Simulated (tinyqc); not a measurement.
Inside a calculation. Model: stress in a transistor channel from embedded alloy regions, liners and fins, by half-space elasticity. Computed by tinyqc, a small Python program that keeps every step. Command: `OMP_NUM_THREADS=1 python tinyqc.py 3024619 3024620 out.jsonl stressor walk`. One thread of a shared host (Intel(R) Xeon(R) Processor @ 2.30GHz), about 0.01 s of CPU time with the checks. Intermediate numbers are printed to about 6 digits and carried at full precision; extremes and crossings named in words are read from the listed rows.

Plane strain in an isotropic half-space, the same constants everywhere; x along the channel from its centre, y downwards from the free surface; stress is positive in tension.

Inputs (values chosen for the exercise, modelled on silicon):
```
quantity                                   value      unit
alloy fraction x                           0.018         -
lattice change per unit x, beta           -0.439         -
Young's modulus E                            172       GPa
Poisson ratio nu                            0.27         -
channel length L                              88        nm
length of each stressor S                     90        nm
recess depth d                                70        nm
depth of the field point y                   5.5        nm
liner stress                                 2.1       GPa
liner thickness t                             70        nm
length of a cut fin or stripe                640        nm
height of the strained layer h                34        nm
longitudinal piezoresistance coefficient   -32.9  1e-11/Pa
vertical piezoresistance coefficient        55.6  1e-11/Pa
```

Stressor: Si(1-x)C(x) source and drain.

## Misfit and the pressure on the side walls

Misfit e = beta x. A fully constrained inclusion holds the stress -p with p = E e/(1 - 2 nu); a blanket film would hold -E e/(1 - nu) in the plane.

misfit e = -0.007902

p = -2.95466 GPa

stress of a blanket film = 1.86184 GPa

## Stress at the centre of the channel

A line element dA of misfit at (a, c) in the half-space gives, with C = E e/(2 pi (1 - nu)), X = x - a, r1^2 = X^2 + (y - c)^2, r2^2 = X^2 + Y^2, Y = y + c: s_xx = -C dA {[X^2 - (y - c)^2]/r1^4 + 3 [X^2 - Y^2]/r2^4 + 4 y Y (Y^2 - 3 X^2)/r2^6}, s_yy = C dA {[X^2 - (y - c)^2]/r1^4 - [X^2 - Y^2]/r2^4 + 4 y Y (Y^2 - 3 X^2)/r2^6}. These are integrated over two rectangles, L/2 < |a| < L/2 + S, 0 < c < d (closed form in a, 200 Gauss-Legendre points in c).

s_xx = 1057.18 MPa

s_yy = 1.76207 MPa

s_xx over the blanket-film stress = 0.567813

The channel is stretched along its length; s_yy is 0.0017 of s_xx in size and vanishes at the surface.

## Closed form at the surface

At x = y = 0 the integral is s_xx = -(4/pi) [E e/(1 - nu)] [arctan(2 d/L) - arctan(d/(L/2 + S))].

s_xx at the surface = 1252.22 MPa

For fixed L and S it is largest at d = sqrt((L/2)(L/2 + S)) = 76.8 nm; d is short of that.

## A stressed liner, as two edge forces

The liner over source and drain ends at the gate, x = -/+ L/2, and pulls there with the force per width F = (liner stress) t along the surface. A tangential line force gives s_xx = (2 F/pi) X^3/(X^2 + y^2)^2 at the distance X; two of them add at the centre, X = L/2. For L > 3.5 y the concentrated force is an upper bound.

edge force F = 147 N/m

s_xx from the liner = 4123.90 MPa

Caution: the real force is spread over several liner thicknesses, so for a channel this short the concentrated force clearly overstates the stress.

## Mobility change, linear estimate

d mu/mu = -(pi_L s_xx + pi_z s_yy) for the embedded regions alone; the stress across the width is left out.

mobility change = 34.6832 %

The vertical stress supplies -0.098 of these points. Caution: beyond a few hundred MPa bulk piezoresistance coefficients no longer describe an inversion layer well.

## Relaxation at the ends of a cut stripe

Shear-lag estimate for a stripe of length l and height h on a like substrate: the stress along it is s(x)/s_film = 1 - cosh(x/lam)/cosh(l/(2 lam)), lam = (pi/2) g h with g = 1.258; mean = 1 - (2 lam/l) tanh(l/(2 lam)).

transfer length lam = 67.1861 nm

share kept at the centre = 0.982919

share kept on average = 0.790074

The stripe is long enough to keep its strain at the centre.

## Along the channel and with depth

The formulas are those given above.

Stress (MPa):
```
2x/L  s_xx at y  s_yy at y  s_xx at d/2  s_xx at 1.5 d
0.0     1057.18     1.7621      320.107       -148.780
0.2     1053.27     1.2249      322.392       -151.696
0.4     1035.05    -0.9883      333.979       -161.133
0.6      974.82    -9.0208      368.210       -178.648
0.8      780.03   -63.8742      439.698       -204.927
```

Near the surface s_xx changes by -26 % from the centre to 2x/L = 0.8. At the centre, s_xx at half the recess depth is 0.30 of its value at y, and below the recess -0.14. An element acts with the sign of X^2 - (y - c)^2, so its direct term reverses where the offset in depth exceeds the lateral distance, and the image terms that amplify the stress near the surface fade with depth.

## Shrinking the pitch

L and S are scaled together at fixed d, then S alone, then L alone.

S_xx at the centre (MPa):
```
scale  L and S scaled  S alone  L alone
0.35           335.90   488.57  1113.93
0.50           673.05   656.10  1190.69
0.70           921.20   842.00  1171.81
1.00          1057.18  1057.18  1057.18
1.40          1049.89  1261.64   878.42
2.00           928.37  1462.93   653.37
3.00           724.06  1657.32   413.62
```

Halving S alone keeps 0.62 of the stress, halving L alone gives 1.13, and halving both 0.64: a shorter channel brings the walls closer, a shorter stressor brings its far wall, which pulls the other way, closer too. Neighbouring devices are left out.

Checks made by the program: surface stress against its closed form; zero normal stress at the surface (relative difference below 1e-10).
